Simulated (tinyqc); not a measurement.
Inside a calculation. Model: Deal-Grove kinetics of thermal oxidation of silicon. Computed by tinyqc, a small Python program that keeps every step. Command: `OMP_NUM_THREADS=1 python tinyqc.py 3011021 3011022 out.jsonl oxide walk`. One thread of a shared host (Intel(R) Xeon(R) Processor @ 2.30GHz), about 0.03 s of CPU time with the checks. Intermediate numbers are printed to about 6 digits and carried at full precision; extremes and crossings named in words are read from the listed rows.

Oxidant diffuses through the oxide and reacts at the interface, so that dx/dt = B/(A + 2x) for the oxide thickness x.

Inputs (values chosen for the exercise, close to those used for silicon):
```
quantity                       value    unit
prefactor B0                     772  um^2/h
activation energy E_B           1.23      eV
prefactor (B/A)0            4.09e+06    um/h
activation energy E_A           2.02      eV
temperature T                   1200       C
oxidant pressure p                 1     atm
pressure exponent m of B/A      0.77       -
initial oxide x_i               0.05      um
time t                           0.5       h
temperature of step 2, T2       1050       C
time of step 2, t2              0.59       h
```

Ambient: dry oxygen. Surface: (100). Extension: second step.

Constants: k_B = 8.617333262e-05 eV/K.

## Rate constants

B = B0 p exp(-E_B/(k_B T)), B/A = (B/A)0 p^m exp(-E_A/(k_B T)), p in atm; A = B/(B/A). Temperatures in kelvin are T(C) + 273.15.

parabolic constant B = 0.0478274 um^2/h

linear constant B/A = 0.502484 um/h

length A = 0.0951820 um

Reaction at the interface limits growth while x is well below A/2 = 0.0476 um, diffusion once x is well above it.

## Thickness after the oxidation

tau = (x_i^2 + A x_i)/B and x = (A/2) [sqrt(1 + 4 B (t + tau)/A^2) - 1], the root of x^2 + A x = B (t + tau). Silicon consumed is 0.44 times the oxide grown; the rate is B/(A + 2x).

tau = 0.151777 h

oxide thickness x = 0.135269 um

silicon consumed = 0.0375183 um

final growth rate = 0.130776 um/h

2x/A = 2.84: reaction and diffusion both resist, diffusion with a share 2x/(A + 2x) = 0.74.

## Full law against its linear and parabolic limits

Linear limit x = (B/A)(t + tau); parabolic limit x = sqrt(B (t + tau)).

Thickness (um):
```
t (h)     full  linear limit  parabolic limit     2x/A
0.05   0.06157        0.1014          0.09824   1.2937
0.1    0.07202        0.1265          0.10974   1.5133
0.25   0.09897        0.2019          0.13862   2.0796
0.5    0.13527        0.3275          0.17656   2.8423
1      0.19189        0.5787          0.23471   4.0321
2      0.27672        1.0812          0.32080   5.8146
4      0.40055        2.0862          0.44561   8.4166
8      0.57862        4.0961          0.62440  12.1582
16     0.83262        8.1160          0.87892  17.4952
32     1.19338       16.1558          1.24006  25.0757
```

Both limits lie above the full result, since each drops one resistance. The linear law overshoots by 65 % in the first row and 1300 % in the last, the parabolic law by 60 % and 3.9 %. The parabolic law is the better one in every row, as 2x/A stays above 1.24.

## A second oxidation in the same ambient

Step 2 starts from the thickness x of step 1, with B and A at T2: tau2 = (x^2 + A2 x)/B2 and x2 = (A2/2) [sqrt(1 + 4 B2 (t2 + tau2)/A2^2) - 1].

B2 = 0.0159456 um^2/h

A2 = 0.192728 um

tau2 = 2.78245 h

thickness after both steps x2 = 0.154757 um

## Two steps, the one at T2 first

First t2 at T2 from x_i, then t at T from the thickness reached.

thickness after t2 at T2 = 0.0792217 um

final thickness in this order = 0.152397 um

The order changes the result by -1.5 %: ending with the larger A gives the thicker film, since A differs between the steps and the times are not simply additive.

Checks made by the program: closed form against Runge-Kutta integration of dx/dt (relative difference below 1e-10).
